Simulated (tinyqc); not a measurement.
Inside a calculation. Method: Hubbard ring of 4 sites. One step of it, computed by the program tinyqc.

Task: Mean-field iteration 2. H(up) = T + U n(down), H(down) = T + U n(up); fill the lowest levels; n(new) = n + mixing (n(out) - n); E = tr T (rho up + rho down) + U sum n_up n_down of the output.

one-body matrix (hopping and site energies) (eV):
```
           1          2          3          4
1  -0.410000  -1.470000   0.000000  -1.470000
2  -1.470000  -0.400000  -1.470000   0.000000
3   0.000000  -1.470000   0.830000  -1.470000
4  -1.470000   0.000000  -1.470000   0.680000
```

U = 8.900000 eV

electrons, up and down: 1  1

mixing = 1

n(up) after iteration 1: 1 0.345472, 2 0.337812, 3 0.152951, 4 0.163765

n(down) after iteration 1: 1 0.345472, 2 0.337812, 3 0.152951, 4 0.163765

Give: levels, up; levels, down; energy; n(up) after iteration 2; n(down) after iteration 2.

Result:

levels, up (eV): -0.5589  2.3666  2.4334  5.3589

levels, down (eV): -0.5589  2.3666  2.4334  5.3589

energy = -3.0290 eV

n(up) after iteration 2: 1 0.2086, 2 0.2123, 3 0.2866, 4 0.2925

n(down) after iteration 2: 1 0.2086, 2 0.2123, 3 0.2866, 4 0.2925
